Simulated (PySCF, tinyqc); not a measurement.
Inside a calculation. Method: RHF in the 6-311g basis, for H2, spin multiplicity 1. The lowest restricted solution is unstable here: a spin-polarised one lies 0.0036 hartree lower (PySCF). One step of it, computed by the program tinyqc.

Question. Iteration 2: building the Fock matrix. J_ij = sum D_kl (ij|kl), K_ij = sum D_kl (ik|jl); F = H + J - 0.5 K; E = tr D H + tr D J / 2 - 0.25 tr D K + E_nn.

D after iteration 1, order 1H 1s, 1H 2s, 1H 3s, 2H 1s, 2H 2s, 2H 3s:
$$\begin{pmatrix}
0.020746 & 0.020384 & 0.084977 & 0.020746 & 0.020384 & 0.084977 \\
0.020384 & 0.020028 & 0.083493 & 0.020384 & 0.020028 & 0.083493 \\
0.084977 & 0.083493 & 0.348068 & 0.084977 & 0.083493 & 0.348068 \\
0.020746 & 0.020384 & 0.084977 & 0.020746 & 0.020384 & 0.084977 \\
0.020384 & 0.020028 & 0.083493 & 0.020384 & 0.020028 & 0.083493 \\
0.084977 & 0.083493 & 0.348068 & 0.084977 & 0.083493 & 0.348068
\end{pmatrix}$$

core Hamiltonian H = T + V (hartree), order 1H 1s, 1H 2s, 1H 3s, 2H 1s, 2H 2s, 2H 3s:
$$\begin{pmatrix}
-0.213495 & -0.798917 & -0.560622 & -0.093965 & -0.273378 & -0.340934 \\
-0.798917 & -0.826854 & -0.711510 & -0.273378 & -0.447478 & -0.508466 \\
-0.560622 & -0.711510 & -0.717352 & -0.340934 & -0.508466 & -0.589450 \\
-0.093965 & -0.273378 & -0.340934 & -0.213495 & -0.798917 & -0.560622 \\
-0.273378 & -0.447478 & -0.508466 & -0.798917 & -0.826854 & -0.711510 \\
-0.340934 & -0.508466 & -0.589450 & -0.560622 & -0.711510 & -0.717352
\end{pmatrix}$$

Two-electron integrals (ij|kl) in chemists' order, unique and non-zero (hartree):
```
(11|11) 1.393035   (21|11) 0.822971   (21|21) 0.509703   (22|11) 0.822904
(22|21) 0.543028   (22|22) 0.644106   (31|11) 0.411256   (31|21) 0.257757
(31|22) 0.279868   (31|31) 0.130794   (32|11) 0.543681   (32|21) 0.365771
(32|22) 0.452669   (32|31) 0.189803   (32|32) 0.325140   (33|11) 0.494021
(33|21) 0.340115   (33|22) 0.445993   (33|31) 0.178035   (33|32) 0.331779
(33|33) 0.361682   (41|11) 0.017619   (41|21) 0.011869   (41|22) 0.014468
(41|31) 0.006152   (41|32) 0.010233   (41|33) 0.010124   (41|41) 0.000618
(42|11) 0.075699   (42|21) 0.052962   (42|22) 0.071337   (42|31) 0.027869
(42|32) 0.053368   (42|33) 0.057735   (42|41) 0.003131   (42|42) 0.021909
(43|11) 0.092550   (43|21) 0.065094   (43|22) 0.089623   (43|31) 0.034345
(43|32) 0.068241   (43|33) 0.076490   (43|41) 0.003780   (43|42) 0.029373
(43|43) 0.041426   (44|11) 0.406707   (44|21) 0.287129   (44|22) 0.402050
(44|31) 0.151803   (44|32) 0.310007   (44|33) 0.354674   (44|41) 0.017619
(44|42) 0.156830   (44|43) 0.229014   (44|44) 1.393035   (51|11) 0.156830
(51|21) 0.099114   (51|22) 0.109019   (51|31) 0.050413   (51|32) 0.074274
(51|33) 0.070072   (51|41) 0.003131   (51|42) 0.014128   (51|43) 0.017098
(51|44) 0.075699   (51|51) 0.021909   (52|11) 0.241469   (52|21) 0.163828
(52|22) 0.206316   (52|31) 0.085260   (52|32) 0.149424   (52|33) 0.154362
(52|41) 0.006795   (52|42) 0.039137   (52|43) 0.050643   (52|44) 0.241469
(52|51) 0.039137   (52|52) 0.089870   (53|11) 0.235149   (53|21) 0.162805
(53|22) 0.216148   (53|31) 0.085394   (53|32) 0.161776   (53|33) 0.177809
(53|41) 0.007197   (53|42) 0.047614   (53|43) 0.065518   (53|44) 0.324962
(53|51) 0.039381   (53|52) 0.101848   (53|53) 0.126467   (54|11) 0.287129
(54|21) 0.202489   (54|22) 0.282072   (54|31) 0.106987   (54|32) 0.216838
(54|33) 0.247670   (54|41) 0.011869   (54|42) 0.099114   (54|43) 0.143882
(54|44) 0.822971   (54|51) 0.052962   (54|52) 0.163828   (54|53) 0.219473
(54|54) 0.509703   (55|11) 0.402050   (55|21) 0.282072   (55|22) 0.387557
(55|31) 0.148714   (55|32) 0.296174   (55|33) 0.337857   (55|41) 0.014468
(55|42) 0.109019   (55|43) 0.156842   (55|44) 0.822904   (55|51) 0.071337
(55|52) 0.206316   (55|53) 0.274087   (55|54) 0.543028   (55|55) 0.644106
(61|11) 0.229014   (61|21) 0.143882   (61|22) 0.156842   (61|31) 0.073062
(61|32) 0.106524   (61|33) 0.100110   (61|41) 0.003780   (61|42) 0.017098
(61|43) 0.020942   (61|44) 0.092550   (61|51) 0.029373   (61|52) 0.050643
(61|53) 0.050808   (61|54) 0.065094   (61|55) 0.089623   (61|61) 0.041426
(62|11) 0.324962   (62|21) 0.219473   (62|22) 0.274087   (62|31) 0.114048
(62|32) 0.197858   (62|33) 0.203640   (62|41) 0.007197   (62|42) 0.039381
(62|43) 0.050808   (62|44) 0.235149   (62|51) 0.047614   (62|52) 0.101848
(62|53) 0.113107   (62|54) 0.162805   (62|55) 0.216148   (62|61) 0.065518
(62|62) 0.126467   (63|11) 0.330017   (63|21) 0.228224   (63|22) 0.302944
(63|31) 0.119676   (63|32) 0.227224   (63|33) 0.252036   (63|41) 0.008130
(63|42) 0.050587   (63|43) 0.069058   (63|44) 0.330017   (63|51) 0.050587
(63|52) 0.122125   (63|53) 0.148861   (63|54) 0.228224   (63|55) 0.302944
(63|61) 0.069058   (63|62) 0.148861   (63|63) 0.194369   (64|11) 0.151803
(64|21) 0.106987   (64|22) 0.148714   (64|31) 0.056510   (64|32) 0.114200
(64|33) 0.130378   (64|41) 0.006152   (64|42) 0.050413   (64|43) 0.073062
(64|44) 0.411256   (64|51) 0.027869   (64|52) 0.085260   (64|53) 0.114048
(64|54) 0.257757   (64|55) 0.279868   (64|61) 0.034345   (64|62) 0.085394
(64|63) 0.119676   (64|64) 0.130794   (65|11) 0.310007   (65|21) 0.216838
(65|22) 0.296174   (65|31) 0.114200   (65|32) 0.225966   (65|33) 0.258314
(65|41) 0.010233   (65|42) 0.074274   (65|43) 0.106524   (65|44) 0.543681
(65|51) 0.053368   (65|52) 0.149424   (65|53) 0.197858   (65|54) 0.365771
(65|55) 0.452669   (65|61) 0.068241   (65|62) 0.161776   (65|63) 0.227224
(65|64) 0.189803   (65|65) 0.325140   (66|11) 0.354674   (66|21) 0.247670
(66|22) 0.337857   (66|31) 0.130378   (66|32) 0.258314   (66|33) 0.298925
(66|41) 0.010124   (66|42) 0.070072   (66|43) 0.100110   (66|44) 0.494021
(66|51) 0.057735   (66|52) 0.154362   (66|53) 0.203640   (66|54) 0.340115
(66|55) 0.445993   (66|61) 0.076490   (66|62) 0.177809   (66|63) 0.252036
(66|64) 0.178035   (66|65) 0.331779   (66|66) 0.361682
```

nuclear repulsion = 0.40674651 hartree

Give: Coulomb J; exchange K; Fock matrix F; total energy of this density.

Answer.

Coulomb J (hartree), order 1H 1s, 1H 2s, 1H 3s, 2H 1s, 2H 2s, 2H 3s:
$$\begin{pmatrix}
1.0386 & 0.7039 & 0.3668 & 0.0247 & 0.1545 & 0.2112 \\
0.7039 & 0.9013 & 0.6651 & 0.1545 & 0.3613 & 0.4351 \\
0.3668 & 0.6651 & 0.7191 & 0.2112 & 0.4351 & 0.5543 \\
0.0247 & 0.1545 & 0.2112 & 1.0386 & 0.7039 & 0.3668 \\
0.1545 & 0.3613 & 0.4351 & 0.7039 & 0.9013 & 0.6651 \\
0.2112 & 0.4351 & 0.5543 & 0.3668 & 0.6651 & 0.7191
\end{pmatrix}$$

exchange K (hartree), order 1H 1s, 1H 2s, 1H 3s, 2H 1s, 2H 2s, 2H 3s:
$$\begin{pmatrix}
0.3865 & 0.4577 & 0.3975 & 0.1614 & 0.2927 & 0.3323 \\
0.4577 & 0.6430 & 0.6124 & 0.2927 & 0.4940 & 0.5443 \\
0.3975 & 0.6124 & 0.6294 & 0.3323 & 0.5443 & 0.5934 \\
0.1614 & 0.2927 & 0.3323 & 0.3865 & 0.4577 & 0.3975 \\
0.2927 & 0.4940 & 0.5443 & 0.4577 & 0.6430 & 0.6124 \\
0.3323 & 0.5443 & 0.5934 & 0.3975 & 0.6124 & 0.6294
\end{pmatrix}$$

Fock matrix F (hartree), order 1H 1s, 1H 2s, 1H 3s, 2H 1s, 2H 2s, 2H 3s:
$$\begin{pmatrix}
0.6318 & -0.3238 & -0.3925 & -0.1499 & -0.2652 & -0.2959 \\
-0.3238 & -0.2471 & -0.3526 & -0.2652 & -0.3332 & -0.3455 \\
-0.3925 & -0.3526 & -0.3129 & -0.2959 & -0.3455 & -0.3319 \\
-0.1499 & -0.2652 & -0.2959 & 0.6318 & -0.3238 & -0.3925 \\
-0.2652 & -0.3332 & -0.3455 & -0.3238 & -0.2471 & -0.3526 \\
-0.2959 & -0.3455 & -0.3319 & -0.3925 & -0.3526 & -0.3129
\end{pmatrix}$$

total energy of this density = -0.964314 hartree
